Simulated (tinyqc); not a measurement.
Hubbard chain of 6 sites, step by step. One step of it, computed by the program tinyqc.

Task: Mean-field iteration 1. H(up) = T + U n(down), H(down) = T + U n(up); fill the lowest levels; n(new) = n + mixing (n(out) - n); E = tr T (rho up + rho down) + U sum n_up n_down of the output.

one-body matrix (hopping and site energies) (eV):
```
           1          2          3          4          5          6
1  -0.120000  -1.050000   0.000000   0.000000   0.000000   0.000000
2  -1.050000  -0.800000  -1.050000   0.000000   0.000000   0.000000
3   0.000000  -1.050000  -0.320000  -1.050000   0.000000   0.000000
4   0.000000   0.000000  -1.050000  -0.050000  -1.050000   0.000000
5   0.000000   0.000000   0.000000  -1.050000  -1.000000  -1.050000
6   0.000000   0.000000   0.000000   0.000000  -1.050000   0.930000
```

U = 4.500000 eV

electrons, up and down: 3  3

mixing = 0.200000

n(up) at the start (a guess, not normalised): 1 0.500000, 2 0.500000, 3 0.500000, 4 0.500000, 5 0.500000, 6 0.500000

n(down) at the start (a guess): 1 0.500000, 2 0.500000, 3 0.500000, 4 0.500000, 5 0.500000, 6 0.500000

Give: levels, up; levels, down; energy; n(up) after iteration 1; n(down) after iteration 1.

Result:

levels, up (eV): -0.081  0.422  1.651  2.770  3.456  3.921

levels, down (eV): -0.081  0.422  1.651  2.770  3.456  3.921

energy = -1.719 eV

n(up) after iteration 1: 1 0.489, 2 0.523, 3 0.522, 4 0.484, 5 0.554, 6 0.429

n(down) after iteration 1: 1 0.489, 2 0.523, 3 0.522, 4 0.484, 5 0.554, 6 0.429
